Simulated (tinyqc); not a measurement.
Slater-Koster d bands of an fcc metal: one step. The block of one bond.

Slater-Koster d bands. For a bond with direction cosines (l, m, n) the 5 x 5 block is dds Ps + ddp Pp + ddd (1 - Ps - Pp), the projectors on sigma, pi and delta states about the bond; for instance <xy|xy> = 3 l^2 m^2 dds + (l^2 + m^2 - 4 l^2 m^2) ddp + (n^2 + l^2 m^2) ddd, <xy|yz> = 3 l m^2 n dds + l n (1 - 4 m^2) ddp + l n (m^2 - 1) ddd and <3z2-r2|3z2-r2> = (n^2 - (l^2 + m^2)/2)^2 dds + 3 n^2 (l^2 + m^2) ddp + (3/4)(l^2 + m^2)^2 ddd. H(k) sums the blocks times cos(k.R) over the neighbours; the d level is the zero of energy; k in 2 pi/a.

Inputs chosen for the exercise (out of a larger set: of the size met in Ru; not measured data): dds = -1.021 eV (dd sigma); ddp = 0.674 eV (dd pi); ddd = -0.143 eV (dd delta).

Task: Direction (1,1,0)/sqrt2; its eigenvalues must be dds once, ddp twice and ddd twice.

Give: block.

Result:

block (eV), lower triangle:
```
             xy      yz      zx   x2-y2   3z2-r2
xy      -0.8015
yz            0  0.2655
zx            0  0.4085  0.2655
x2-y2         0       0       0  0.6740
3z2-r2   0.3802       0       0       0  -0.3625
```

Computed by tinyqc, a small Python program: `OMP_NUM_THREADS=1 python tinyqc.py 1480902 1480903 out.jsonl` (the numbers bound the seed that draws the inputs); one thread of a shared host (Intel(R) Xeon(R) Processor @ 2.30GHz), about 0.03 s for the whole set of steps.
